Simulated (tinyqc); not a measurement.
Model-solid line-up of a strained alloy layer on a substrate: sweeps and comparisons. A value that a table varies takes the place of the one given here.

All values of the alloy are linear in x but the gap, Eg(x) = (1 - x) Eg_A + x Eg_B - C x (1 - x), and the valence edge, Ev(x) = (1 - x) Ev_A + x Ev_B + fv C x (1 - x); Ec = Ev + Eg. Ev is the top of the unstrained valence band on a scale common to all materials. In the layer only the Gamma valley of the conduction band is followed, also where an X or L valley would lie lower.

Coherent growth on a (111) face: e_par = (a_s - a)/a, e_perp = -(2 C11 + 4 C12 - 4 C44)/(C11 + 2 C12 + 4 C44) e_par; exx = eyy = ezz = (2 e_par + e_perp)/3 and exy = eyz = ezx = (e_perp - e_par)/3.

Strained edges: Ec + ac tr(e); the valence edges are Ev plus the levels of the 6 x 6 matrix of X, Y, Z times spin with -Dso/3 + l exx + m (eyy + ezz) on the diagonal (cyclic), n exy off it, l = av + 2 b, m = av - b, n = sqrt(3) d. Spin-orbit term (Dso/3) L.sigma on X, Y, Z with (L_k)_ij = -i epsilon_kij: <X+|H|Y+> = -i Dso/3, <X+|H|Z-> = Dso/3, <Y+|H|Z-> = -i Dso/3, <Z+|H|X-> = -Dso/3, <Z+|H|Y-> = i Dso/3, <X-|H|Y-> = i Dso/3, and their conjugates; + and - are the spin along z.

dEc = Ec(substrate) - Ec(layer), dEv = Ev(layer) - Ev(substrate); positive values confine the carrier in the layer. Type I: both of one sign; type II: opposite signs; type III: the gaps do not overlap.

Coherent growth: e_par = (a_s - a)/a. (001): e_perp = -2 (C12/C11) e_par; exx = eyy = e_par, ezz = e_perp, no shear. (111): e_perp = -(2 C11 + 4 C12 - 4 C44)/(C11 + 2 C12 + 4 C44) e_par; exx = eyy = ezz = (2 e_par + e_perp)/3 and exy = eyz = ezx = (e_perp - e_par)/3. (110): e_perp = -(C11 + 3 C12 - 2 C44)/(C11 + C12 + 2 C44) e_par; exx = eyy = (e_par + e_perp)/2, ezz = e_par, exy = (e_perp - e_par)/2, eyz = ezx = 0.

Values chosen for the exercise (A near GaP, B near InP, substrate near GaAs; shifted at random, so the results belong to these values and not to a real crystal):
- a = (5.454, 5.876) angstrom (lattice constant of A, B)
- Eg = (2.874, 1.438) eV (gap at Gamma to the s-like level of A, B)
- Dso = (0.081, 0.107) eV (spin-orbit splitting of A, B)
- Ev = (-1.27, -0.94) eV (top of the unstrained valence band of A, B)
- ac = (-8.11, -5.96) eV (conduction deformation potential of A, B)
- av = (1.71, 0.59) eV (valence hydrostatic potential of A, B)
- b = (-1.6, -2) eV (tetragonal shear potential of A, B)
- d = (-4.57, -4.95) eV (trigonal shear potential of A, B)
- C11 = (141.8, 100.8) GPa (of A, B)
- C12 = (61.6, 56.7) GPa (of A, B)
- C44 = (70, 44.9) GPa (of A, B)
- C = 0.717 eV (bowing of the gap)
- fv = 0.3 (share of the bowing taken by the valence edge)
- a_s = 5.659 angstrom (substrate)
- Eg_s = 1.504 eV (lowest gap of the substrate)
- Ev_s = -0.79 eV (substrate valence edge)
- face = 111 (growth face)
- x = 0.35 (fraction of B)

## Composition against offsets

Each composition is strained to the same substrate.

Results:
```
x     e_par (%)  relaxed gap (eV)  strained gap (eV)  valence splitting (meV)  dEc (eV)  dEv (eV)  type
0.10       2.96             2.666              2.028                      324    -0.377    -0.147     I
0.21       2.10             2.453              2.019                      228    -0.331    -0.184     I
0.33       1.18             2.242              2.012                      124    -0.284    -0.224     I
0.44       0.34             2.065              2.005                       32    -0.243    -0.258     I
0.56      -0.55             1.893              1.934                       34    -0.202    -0.227     I
0.67      -1.36             1.753              1.843                       52    -0.168    -0.171     I
0.79      -2.22             1.621              1.749                       59    -0.134    -0.111     I
0.90      -3.00             1.517              1.667                       63    -0.107    -0.056     I
```

What does this show?

The alloy matches the substrate at x = 0.486, where the top valence edge changes its character and the splitting passes through zero. The strained gap runs from 2.028 to 1.667 eV, against 2.666 to 1.517 eV for the relaxed alloy: strain takes back part of the change that the composition makes. Strains above 2 % can be kept only in layers of a few nanometres. The line-up is type I throughout, with the layer as the barrier. Where the alloy is indirect its X or L edge, left out, lies lower and sets the real gap and dEc.

## The same layer on three faces

Composition and substrate are kept.

Results:
```
face   e_perp (%)  tr(e) (%)  shift of Ec (meV)  shift of Ev (meV)  valence splitting (meV)  gap (eV)
(001)      -0.961      1.085              -79.8               65.7                     85.9    2.0628
(111)      -0.519      1.527             -112.3               84.7                    106.4    2.0113
(110)      -0.610      1.436             -105.7               80.8                    100.5    2.0218
```

What does this show, and why?

The layer yields most along the normal on (001) and least on (111), so the volume change, and with it the shift of Ec, is largest on (111). The valence splitting, set by b on (001), by d on (111) and by both on (110), is largest on (111). The gaps span 52 meV, from (111) to (001).

## What each parameter does

Strained gap, valence splitting and offsets. Each row changes one parameter from the base and keeps the others.

Results:
```
case                       gap (eV)  splitting (meV)  dEc (eV)  dEv (eV)
base                         2.0113            106.4   -0.2764   -0.2309
x = 0.37                     2.0103             89.3   -0.2689   -0.2374
a_s = 5.679 angstrom         1.9380            148.1   -0.2372   -0.1968
C = 0.817 eV                 1.9885            106.4   -0.2604   -0.2241
fv = 0.5                     2.0113            106.4   -0.3090   -0.1983
Ev_s = -0.74 eV              2.0113            106.4   -0.2264   -0.2809
C12 = (70.84, 65.205) GPa    2.0133            110.5   -0.2803   -0.2290
ac = (-9.326, -6.854) eV     1.9944            106.4   -0.2595   -0.2309
Dso = (0.093, 0.123) eV      2.0129            104.8   -0.2764   -0.2325
```

What does this show?

The largest shifts from the base row, up to three for each result and ties (the steps differ in size, so this ranks the rows, not the parameters). gap (eV): a_s -0.0733, C -0.0228, ac -0.0168; unchanged at the printed digits by fv and Ev_s. splitting (meV): a_s +41.7, x -17.1, C12 +4.1; unchanged at the printed digits by C, fv, Ev_s and ac. dEc (eV): Ev_s +0.0500, a_s +0.0392, fv -0.0326; unchanged at the printed digits by Dso. dEv (eV): Ev_s -0.0500, a_s +0.0341, fv +0.0326; unchanged at the printed digits by ac.

tinyqc: `OMP_NUM_THREADS=1 python tinyqc.py 1081596 1081597 out.jsonl`; about 0.02 s, one thread, shared Intel(R) Xeon(R) Processor @ 2.30GHz.
